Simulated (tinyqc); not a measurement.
Charge control and current of a heterostructure field-effect transistor: one step, computed by the program tinyqc.

Two subbands in a triangular well; E_F is counted from the conduction band edge of the channel at the interface.

Task: Levels and gate capacitance. Charge control: n_s = C_b (V_G - V_T - E_F/e)/e. Well: mean field F = e n_s/(2 eps eps_0), E_i = (hbar^2/2m)^(1/3) [(3 pi e F/2)(i + 3/4)]^(2/3), i = 0, 1; n_s = D k_B T sum_i ln(1 + exp((E_F - E_i)/k_B T)), D = m/(pi hbar^2), which is solved in closed form for E_F. C_g = e dn_s/dV_G = 1/(1/C_b + 1/C_q), 1/C_q = d(E_F/e)/d(e n_s) by a central difference of +/- 0.1 % in n_s; added distance dd = eps eps_0/C_q.

Inputs (values chosen for the exercise, modelled on AlGaN/GaN): channel mass m = 0.21 m_0; permittivity eps (barrier and channel) = 9.78; temperature T = 400 K.

Charge source: polarisation. Velocity law: smooth.

sheet density n_s = 1.199248e+13 1/cm^2

barrier capacitance C_b = 1.082424 microfarad/cm^2

Constants: k_B = 8.617333262e-05 eV/K; e = 1.602176634e-19 C; eps_0 = 8.8541878128e-12 F/m; hbar = 1.054571817e-34 J s; m_0 = 9.1093837015e-31 kg; k_B = 1.380649e-23 J/K.

Give: E_0; E_1; E_F; share in the second subband; gate capacitance C_g; added distance dd.

Result:

E_0 = 303.28 meV

E_1 = 533.53 meV

E_F = 437.24 meV

share in the second subband = 1.4979 %

gate capacitance C_g = 0.90736 microfarad/cm^2

added distance dd = 1.5435 nm

C_g is 84 % of C_b: the finite density of states and the rise of E_0 act as 1.5 nm of extra barrier.
